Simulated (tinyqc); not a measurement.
## Lifetime from the storage time

Inverse problem. In the charge-control model of a long diode dQ/dt = -Ir - Q/tau after the current is switched from If to -Ir, with Q(0) = If tau; the storage time ends at Q = 0. Find tau, the stored charge and the share of it that leaves through the terminals.

forward and reverse current (mA): [1.3, 33]
storage time = 17.773385 ns

Answer. Integrating gives ts = tau ln(1 + If/Ir). The extracted charge is Ir ts; the rest recombines.

tau = 460.0 ns
stored charge = 0.5980 nC
share extracted = 98.08 %

Computed by the program tinyqc: `OMP_NUM_THREADS=1 python tinyqc.py 2230141 2230142 out.jsonl`, one thread of a shared Intel Xeon 2.30GHz, about 0.01 s for the whole run.
